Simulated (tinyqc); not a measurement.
Floating body of a partially depleted SOI transistor: body voltage and kink: two steps of the calculation.

Source at 0 V. Channel current Ic = 2 nf K Vt^2 [F(0) - F(Vd)](1 + la Vd), F(V) = ln^2(1 + exp((Vg - VT - nf V)/(2 nf Vt))), VT = VT0 - gb Vb. Saturation voltage Vs = 2 Vt sqrt(F(0)) + 3 Vt, excess Ve = (Vd - Vs + sqrt((Vd - Vs)^2 + 0.0004 V^2))/2, multiplication M1 = Ai Ve exp(-Bl/Ve). Each junction passes D(v) = J1 (exp(v/Vt) - 1) + J2 (exp(v/(2 Vt)) - 1). Bipolar current Ib = bb J1 (exp(Vb/Vt) - 1). The body settles where M1 (Ic + Ib) = D(Vb) + D(Vb - Vd) + Vb/Rb; drain current Id = (1 + M1)(Ic + Ib) - D(Vb - Vd).

Inputs (values chosen for the exercise); values of the order met in partially depleted silicon-on-insulator transistors: temperature T = 358 K; threshold at zero body voltage VT0 = 0.37 V; fall of the threshold per volt of body voltage gb = 0.33; slope factor nf = 1.18; gain factor per width K = 500 uA/(V^2 um); channel-length modulation factor la = 0.03 1/V; impact-ionisation prefactor Ai = 2.1 1/V; impact-ionisation voltage Bl = 5.2 V; diffusion saturation current of each junction J1 = 1.5e-11 uA/um; recombination saturation current of each junction J2 = 2.4e-7 uA/um; gain of the lateral bipolar transistor on the diffusion current bb = 1; resistance of a weak body tie to the source (1e9 stands for no tie, and the term is then dropped) Rb = 5000 kohm um; gate voltage Vg = 0.82 V; drain voltage Vd = 2.4 V.

Constants: q = 1.602176634e-19 C, kB = 1.380649e-23 J/K, Vt = kB T/q. Results are converted to the units shown.

Problem 1. New Vb. Current into the body I_in = M1 (Ic + Ib) - D(Vb - Vd), current out I_out = D(Vb) + Vb/Rb; f = ln(I_in/I_out), s = df/dVb by central differences over 1e-5 V, Vb(new) = Vb - f/s.

Vb at the start = 0.79 V

Find: Ic; Ve; M1; I_in; I_out; f; s; Vb after iteration 1.

Solution 1.

Ic = 114.7 uA/um
Ve = 1.705 V
M1 = 0.1697
I_in = 19.80 uA/um
I_out = 2.229 uA/um
f = 2.184
s = -28.77 1/V
Vb after iteration 1 = 0.8659 V

Problem 2. Drain current with floating and with grounded body. Id and VT at the converged Vb, Id at Vb = 0, their ratio, and the bipolar share Ib/(Ic + Ib).

converged Vb = 0.86570520 V

Give: VT; Id, floating; Id, grounded; ratio; bipolar share.

Solution 2.

VT = 0.084317 V
Id, floating = 169.54 uA/um
Id, grounded = 58.534 uA/um
ratio = 2.8965
bipolar share = 15.805 %

The body rises to 0.866 V and lowers the threshold by 286 mV.

Range of the model: The multiplication law is an empirical form chosen for the exercise; self-heating and capacitive coupling to the body are left out, and the linear laws are rough once Vb passes about 0.7 V or M1 about 0.1.

Program tinyqc, `OMP_NUM_THREADS=1 python tinyqc.py 2182136 2182137 out.jsonl`; Intel Xeon 2.30GHz, shared host, one thread, about 0.2 s.
